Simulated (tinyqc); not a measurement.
From base transit time tau_B back to gap narrowing across the base dE_g: minority-electron transport through the base of a bipolar transistor (Moll-Ross and Kroemer integrals). Computed by tinyqc, a small Python program. Command: `OMP_NUM_THREADS=1 python tinyqc.py 3022699 3022700 out.jsonl base inv`. One thread of a shared host (Intel(R) Xeon(R) Processor @ 2.30GHz), about 0.02 s of CPU time with the checks.

Low injection, one dimension, x from the emitter edge (0) to the collector edge (W), s = x/W. Recombination is treated as a small correction (valid for tau_B well below tau_n), computed from the stored charge.

Inputs (values chosen for the exercise, modelled on InP):
```
quantity                                     value        unit
intrinsic density n_i at the emitter edge  1.2e+07      1/cm^3
base doping at the emitter edge N_0        2.4e+18      1/cm^3
base width W                                   150          nm
mu_min                                         780  cm^2/(V s)
mu_max                                        4600  cm^2/(V s)
N_ref                                      1.2e+17      1/cm^3
saturation velocity v_s                          1    1e7 cm/s
base-emitter voltage V_BE                     0.77           V
temperature T                                  300           K
doping ratio N_0/N(W)                           13           -
```

Base doping profile: exponential. Gap grading: linear. Exit of the base: infinite sink.

Constants: k_B = 8.617333262e-05 eV/K; e = 1.602176634e-19 C.

Method. N(x) = N_0 (ratio)^(-s); n_i(x)^2 = n_i^2 exp(s dE_g/k_B T); D(x) = (k_B T/e) mu, mu = mu_min + (mu_max - mu_min)/(1 + (N/N_ref)^0.7). With y(x) = N n_i^2/(D n_i(x)^2): base Gummel number G_B = int_0^W y dx; J_C = e n_i^2 exp(e V_BE/k_B T)/G_B; n(x) = (J_C/e)(n_i(x)^2/(N n_i^2)) [int_x^W y dx]; transit time tau_B = (e/J_C) int n dx; trapezoid rule on 401 even points.

Task: A run gave the result below. Find the gap narrowing across the base dE_g, known to lie between 35 and 65 meV.

base transit time tau_B = 0.8978999 ps

Result:

Each step takes the trial c = (a f_b - b f_a)/(f_b - f_a), f being the result less the target and a, b, c the logarithms of the listed values; c replaces end b, the old b replaces a if the sign of f changed, and otherwise f_a is halved.

Scan of the range:
```
gap narrowing across the base dE_g (meV)  base transit time tau_B (ps)
35.0                                                          0.950236
38.8                                                          0.927392
43.0                                                          0.903300
47.7                                                          0.877684
52.9                                                          0.850881
58.6                                                          0.823213
65.0                                                          0.794102
```

False position (Illinois rule, in the logarithm of the input) inside the bracket:
```
step    end a    end b    trial  base transit time tau_B (ps)
1     43.0000  47.7000  43.9506                      0.898007
2     47.7000  43.9506  43.9696                      0.897902
3     47.7000  43.9696  43.9704                      0.897898
4     43.9696  43.9704  43.9700                      0.897900
```

Base transit time tau_B falls at every point of a 13-point scan of the range (every second point is shown), so one value fits; it is bracketed by 43.0 and 47.7. Answer: gap narrowing across the base dE_g = 43.97 meV.

Caution: the mean velocity exceeds v_s, so drift-diffusion with a low-field mobility overstates the speed.
